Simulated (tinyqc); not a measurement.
Formation energy of a charged point defect from supercell energies: one step, computed by the program tinyqc.

The host is a compound AB. Making the defect adds n_A = -1, n_B = 0 atoms to the cell. All total energies are inputs. E_F is counted from the valence-band maximum (VBM); x = 0 is A-rich and x = 1 B-rich growth.

Question. Chemical potentials. dmu_A = x dH and dmu_B = (1 - x) dH, so that dmu_A + dmu_B = dH; mu = mu(element) + dmu. The reservoir term is sum n_i mu_i.

Inputs (values chosen for the exercise, for a model compound AB): mu_A of the pure element = -4.501 eV; formation enthalpy dH of AB = -0.956 eV; growth condition x = 0.29.

Defect: vacancy of A. Supercell lattice: bcc.

Give: dmu_A; dmu_B; sum n_i mu_i.

Answer.

dmu_A = -0.27724 eV

dmu_B = -0.67876 eV

sum n_i mu_i = 4.77824 eV
